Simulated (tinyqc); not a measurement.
Diamond against structures with more neighbours: Stillinger-Weber potential for a tetrahedral semiconductor. Computed by tinyqc, a small Python program. Command: `OMP_NUM_THREADS=1 python tinyqc.py 3018231 3018232 out.jsonl swsi walk`. One thread of a shared host (Intel(R) Xeon(R) Processor @ 2.30GHz), about 0.04 s of CPU time with the checks.

With x = r/sigma: pair term eps A (B x^-4 - 1) exp(1/(x - a)); for each pair of neighbours j, k of atom i, three-body term eps lambda exp(gamma/(x_ij - a) + gamma/(x_ik - a)) (cos theta_jik + 1/3)^2; both vanish beyond x = a. A = 7.049556277, B = 0.6022245584, a = 1.8.

Inputs (values chosen for the exercise, modelled on germanium): energy scale eps = 1.934 eV; length scale sigma = 2.174 angstrom; three-body strength lambda = 29.3; gamma = 1.2.

Method. Each structure is relaxed in its neighbour distance d (lowest minimum for d between sigma and 1.7 sigma), with all neighbours inside the cut-off, second shells too where they fall inside.

Energies per atom (eV):
```
structure     first neighbours  d (angstrom)     pair  three-body    total  volume (angstrom^3)
diamond                      4        2.4402  -3.8680      0.0000  -3.8680               22.372
simple cubic                 6        2.7887  -4.6012      1.4596  -3.1416               21.687
bcc                          8        2.9806  -4.7651      1.7925  -2.9726               20.383
fcc                         12        3.1101  -4.6736      1.8226  -2.8510               21.273
```

What follows from these numbers?

The order is diamond < simple cubic < bcc < fcc, the lowest two 0.726 eV apart. Against diamond the pair energy changes by -0.73 (simple cubic), -0.90 (bcc), -0.81 (fcc) eV, while angles away from 109.47 degrees cost 1.46, 1.79, 1.82 eV; the bonds stretch to 3.11 angstrom in fcc to weaken that penalty.

Extremes, crossings and ranges named in words are read from the listed rows.
